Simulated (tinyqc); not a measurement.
The product rho l across metals: free and nearly free electrons in a metal.

Constants: hbar^2/2m0 = 3.80998211 eV angstrom^2; hbar = 6.58211957e-16 eV s.

Free electrons with m = 1; fcc cells hold 4 atoms and bcc cells 2; n = atoms z/a^3, kF = (3 pi^2 n)^(1/3), rho l = hbar kF/(n e^2), e = 1.602176634e-19 C. Inputs are chosen for the exercise.

Cases:
```
case     lattice  a (angstrom)  z  rho (micro-ohm cm)
near Au      fcc         4.045  1                2.20
near Al      fcc         4.090  3                2.78
near Ag      fcc         4.125  1                1.50
near Na      bcc         4.259  1                5.07
near Cu      fcc         3.630  1                1.70
near Li      bcc         3.468  1                9.55
```

Rank the cases by rho l (1e-16 ohm m^2), lowest first.

Answer: near Al, near Cu, near Au, near Ag, near Li, near Na.

Results:
```
case     lattice  a (angstrom)  z  rho (micro-ohm cm)  kF (1/angstrom)  EF (eV)  l (nm)  rho l (1e-16 ohm m^2)
near Au      fcc         4.045  1                2.20            1.214     5.62    37.5                   8.25
near Al      fcc         4.090  3                2.78            1.732    11.43    14.6                   4.06
near Ag      fcc         4.125  1                1.50            1.191     5.40    57.2                   8.58
near Na      bcc         4.259  1                5.07            0.915     3.19    28.6                  14.52
near Cu      fcc         3.630  1                1.70            1.353     6.97    39.1                   6.65
near Li      bcc         3.468  1                9.55            1.124     4.81    10.1                   9.63
```

rho l falls as n^(-2/3): it is lowest for the case near Al and highest for near Na. The lowest bulk rho belongs to near Ag; in very narrow wires, where rho l rules, the order changes. Real Fermi surfaces depart from spheres, most for the polyvalent and noble metals.

Run: tinyqc, `OMP_NUM_THREADS=1 python tinyqc.py 1650152 1650153 out.jsonl`; Intel(R) Xeon(R) Processor @ 2.30GHz, one thread, shared host; about 0.01 s of CPU time with all checks.
